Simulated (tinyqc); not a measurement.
# Admittance spectroscopy of a deep trap: what changes with what

Schottky contact on an n-type layer with shallow donors Nd (all ionised) and a donor-like deep trap, neutral when filled and positive when empty; depletion approximation. Traps within lam of the depletion edge stay filled. The traps at xt = W - lam, where the level crosses the Fermi level, follow a slow signal and not a fast one. w = 2 pi f.

Parameters, values chosen for the exercise; material values close to those of silicon: relative permittivity eps_r = 11.6; conduction-band density of states at 300 K Nc = 2.86e19 cm^-3; thermal velocity at 300 K vth = 2.3e7 cm/s; shallow donor density Nd = 3.2e16 cm^-3; built-in voltage Vbi = 0.52 V; depth of the trap below the conduction edge Et = 0.35 eV; capture cross-section sn = 1.8e-17 cm^2; trap density Nt = 1.5e16 cm^-3; reverse bias Vr = 0.6 V; temperature T = 390 K.

Constants: q = 1.602176634e-19 C, kB = 1.380649e-23 J/K, eps0 = 8.8541878128e-14 F/cm where lengths are in cm. Results are converted to the units shown.

Each table varies one quantity; the others keep the values above.

## Effect of the trap density

Emission rate en = sn vth(T) Nc(T) exp(-Et/kB T) = sn g T^2 exp(-Et/kB T), g = vth Nc/(300 K)^2, as vth goes as T^0.5 and Nc as T^1.5 (degeneracy factor 1). lam = sqrt(2 eps0 eps_r (EF - ET)/(q Nd)), EF - ET = Et - (kB T/q) ln(Nc(T)/Nd), Nc(T) = Nc (T/300 K)^1.5. In the steady state at the band bending V, 2 eps0 eps_r V/q = Nd W^2 + Nt (W - lam)^2 (the second term only if W > lam). V = Vbi + Vr. C_HF = eps0 eps_r/W, C_LF = eps0 eps_r (Nd + Nt)/(Nd W + Nt xt). Inflection frequency w0 = 2 en [1 + Nt xt/(Nd W)]; C = C_HF + (C_LF - C_HF)/(1 + (w/w0)^2), G/w = (C_LF - C_HF)(w/w0)/(1 + (w/w0)^2).

Effect of the trap density:

| Nt (cm^-3) | W (nm) | step (% of C_HF) | w0/(2 en) |
|---|---|---|---|
| 7.3e14 | 210.7 | 0.7025 | 1.016 |
| 1.5e15 | 209.5 | 1.428 | 1.032 |
| 2.9e15 | 207.5 | 2.711 | 1.062 |
| 5.8e15 | 203.6 | 5.227 | 1.123 |
| 1.2e16 | 196.2 | 10.08 | 1.249 |
| 2.3e16 | 185.8 | 17.41 | 1.464 |
| 4.6e16 | 170.6 | 29.50 | 1.882 |
| 9.3e16 | 152.3 | 47.49 | 2.649 |

The step rises from 0.702 to 47.5 %, as Nt^(0.99) between the first two rows and Nt^(0.68) between the last two, and w0/(2 en) rises from 1.02 to 2.65: for Nt near Nd the rule w0 = 2 en overstates the cross-section by that factor.

## Effect of the bias

Same model as above.

V = Vbi + Vr.

Effect of the bias:

| Vr (V) | W (nm) | xt/W | C_HF (nF/cm^2) | step (nF/cm^2) | step (% of C_HF) |
|---|---|---|---|---|---|
| 0 | 136.1 | 0.5158 | 75.46 | 13.79 | 18.28 |
| 0.9 | 215.4 | 0.6941 | 47.67 | 5.158 | 10.82 |
| 1.7 | 265.2 | 0.7515 | 38.73 | 3.336 | 8.614 |
| 2.6 | 311.1 | 0.7882 | 33.01 | 2.393 | 7.250 |
| 3.4 | 346.6 | 0.8099 | 29.63 | 1.914 | 6.460 |
| 4.3 | 382.3 | 0.8276 | 26.86 | 1.564 | 5.821 |
| 5.1 | 411.4 | 0.8398 | 24.97 | 1.345 | 5.388 |
| 6 | 441.6 | 0.8508 | 23.26 | 1.163 | 5.000 |

What does the table show?

xt/W rises from 0.516 to 0.851 since lam stays at 65.9 nm, and the relative step falls from 18.3 to 5.00 %: the nearer xt lies to W in proportion, the less the traps add.

Numbers from tinyqc (`OMP_NUM_THREADS=1 python tinyqc.py 2050117 2050118 out.jsonl`; about 0.01 s on one thread of a shared Intel Xeon 2.30GHz).
